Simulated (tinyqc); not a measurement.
# Octagonal on-chip spiral inductor, lumped pi model: effect of the line width

Outer diameter do = di + 2 n wd + 2 (n - 1) sp, mean da = (do + di)/2, fill p = (do - di)/(do + di), length l = 3.314 n da. L = 2.25 mu0 n^2 da/(1 + 3.55 p), mu0 = 4 pi 1e-7 H/m. Rs = rho l/(wd delta (1 - exp(-th/delta))), delta = sqrt(rho/(pi f mu0)). Cs = n wd^2 eps0 eo/hu across the coil. At each end Cox = l wd eps0 eo/(2 ho) leads to the substrate branch Rsi = 2 rs he/(l wd) in parallel with Csi = l wd eps0 11.7/(2 he). With one end grounded Y = 1/(Rs + i w L) + i w Cs + 1/[1/(i w Cox) + 1/(1/Rsi + i w Csi)], w = 2 pi f; Q = -Im Y/Re Y. Eddy currents in neighbouring turns and in the substrate are left out.

Peak Q and its frequency from a search over f; self-resonance where Im Y = 0; Q at the given f (negative beyond resonance).

Parameters, values chosen for the exercise; values of the order met in silicon radio-frequency processes: number of turns n = 6.5; space between turns sp = 3 um; inner diameter di = 80 um; metal thickness th = 0.9 um; metal resistivity rho = 2.2 uohm cm; oxide below the coil ho = 6.8 um; oxide between coil and underpass hu = 1.1 um; relative permittivity of the oxide eo = 3.9; substrate resistivity rs = 100 ohm cm; effective spreading depth in the substrate he = 50 um; frequency f = 2.1 GHz.

Constants: eps0 = 8.8541878128e-12 F/m. Results are converted to the units shown.

Effect of the line width:

| wd (um) | L (nH) | do (um) | peak Q | f of the peak (GHz) | self-resonance (GHz) | Q at f |
|---|---|---|---|---|---|---|
| 2 | 6.686 | 139.0 | 7.323 | 13.42 | 29.68 | 2.323 |
| 4 | 6.557 | 165.0 | 8.355 | 8.042 | 18.69 | 3.987 |
| 6 | 6.596 | 191.0 | 8.470 | 5.717 | 13.76 | 5.255 |
| 9 | 6.813 | 230.0 | 8.182 | 3.909 | 9.789 | 6.576 |
| 13 | 7.253 | 282.0 | 7.606 | 2.659 | 6.952 | 7.324 |
| 18 | 7.921 | 347.0 | 6.915 | 1.821 | 4.991 | 6.802 |
| 25 | 8.959 | 438.0 | 6.143 | 1.193 | 3.472 | 4.450 |

As wd goes from 2 to 25, L goes from 6.69 through a minimum of 6.56 (at wd = 4 among the rows listed) to 8.96 nH, the peak Q goes from 7.32 through a maximum of 8.47 (at wd = 6 among the rows listed) to 6.14, its frequency falls from 13.4 to 1.19 GHz and the self-resonance falls from 29.7 to 3.47 GHz.

Program tinyqc, `OMP_NUM_THREADS=1 python tinyqc.py 2302170 2302171 out.jsonl`; Intel Xeon 2.30GHz, shared host, one thread, about 0.01 s.
